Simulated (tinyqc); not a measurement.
Same peak temperature, different pulse lengths: millisecond and nanosecond annealing: surface heating, thermal budget and solid-phase regrowth. Computed by tinyqc, a small Python program. Command: `OMP_NUM_THREADS=1 python tinyqc.py 3027252 3027253 out.jsonl flash walk`. One thread of a shared host (Intel(R) Xeon(R) Processor @ 2.30GHz), about 0.02 s of CPU time with the checks.

A square pulse heats the surface of a thick wafer with constant thermal properties; losses by radiation are neglected and silicon melts at 1414 C.

Inputs (values chosen for the exercise, modelled on hot silicon with phosphorus):
```
quantity                      value        unit
incident fluence               15.4      J/cm^2
pulse length t_p            0.00018           s
reflectance R                   0.5           -
thermal conductivity k         0.27    W/(cm K)
heat capacity per volume c     2.14  J/(cm^3 K)
preheat temperature T0          500           C
dopant prefactor D0            5.49      cm^2/s
dopant activation energy E      3.7          eV
regrowth prefactor v0       4.5e+08        cm/s
regrowth energy E_v            2.68          eV
amorphous layer                  51          nm
```

Source: scanned laser.

Constants: k_B = 8.617333262e-05 eV/K.

Method:
- Absorbed flux q = (1 - R) fluence/t_p; kappa = k/c. With f(z, t) = (2 q/k) sqrt(kappa t) ierfc(z/(2 sqrt(kappa t))), ierfc(x) = exp(-x^2)/sqrt(pi) - x erfc(x): T = T0 + f(z, t) during the pulse and T0 + f(z, t) - f(z, t - t_p) after it.
- At the surface the rise at the end of the pulse is 2 q sqrt(t_p/(pi k c)); the fluence that just melts the surface scales with (1414 - T0).
- Temperatures in kelvin are T(C) + 273.15.
- Integrate exp(-E/(k_B T(t))) at the surface from 0 to 10 t_p (Gauss-Legendre, 60 points in sqrt(t) up to t_p and 60 in sqrt(t - t_p) after it). (Dt) = D0 x integral with E; regrowth = v0 x integral with E_v; effective time = integral/exp(-E/(k_B T_peak)).
- For each t_p the flux is set so that the peak temperature stays the same: q sqrt(t_p) is fixed.

absorbed flux q = 42777.8 W/cm^2

kappa = 0.126168 cm^2/s

Pulses:
```
t_p (s)   fluence (J/cm^2)  q (W/cm^2)  thermal length (um)  2 sqrt(Dt) (nm)  regrowth (nm)
1.00e-07        3.6298e-01  1.8149e+06           1.1232e+00       1.0035e-02     4.1103e-01
1.00e-06        1.1478e+00  5.7392e+05           3.5520e+00       3.1734e-02     4.1103e+00
1.00e-05        3.6298e+00  1.8149e+05           1.1232e+01       1.0035e-01     4.1103e+01
1.00e-04        1.1478e+01  5.7392e+04           3.5520e+01       3.1734e-01     4.1103e+02
3.00e-04        1.9881e+01  3.3136e+04           6.1523e+01       5.4964e-01     1.2331e+03
1.00e-03        3.6298e+01  1.8149e+04           1.1232e+02       1.0035e+00     4.1103e+03
3.00e-03        6.2870e+01  1.0478e+04           1.9455e+02       1.7381e+00     1.2331e+04
1.00e-02        1.1478e+02  5.7392e+03           3.5520e+02       3.1734e+00     4.1103e+04
```

What does the comparison show, and why?

Fluence and diffusion length grow as sqrt(t_p), regrowth as t_p. The layer of 51 nm regrows from t_p = 0.0001 s on among these rows, at a diffusion length of 0.32 nm. Caution: amorphous silicon melts some 200 to 250 K below the crystal, which matters for the short pulses that reach the peak before regrowth. Caution: the shortest pulses need a source absorbed within their thermal length, and the longest also heat the back of the wafer, which the thick-wafer formula leaves out.

Extremes, crossings and ranges named in words are read from the listed rows.
